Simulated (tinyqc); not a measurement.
# Mean barrier and spread from two temperatures

Question. For a Gaussian spread of Schottky barriers the apparent height is phi_ap = phi - sg^2/(2 Vt), Vt = kB T/q. Find sg and phi.

Constants: q = 1.602176634e-19 C, kB = 1.380649e-23 J/K. Results are converted to the units shown.

phi_ap(0) at 120 and 300 K (eV): [0.90008162, 1.0080326]

Solution. phi_ap is linear in 1/(2 Vt) with slope -sg^2 and intercept phi.

sg = 0.06100 eV
phi = 1.080 eV

tinyqc, about 0.01 s, one thread, Intel Xeon 2.30GHz (shared host): `OMP_NUM_THREADS=1 python tinyqc.py 2640161 2640162 out.jsonl`
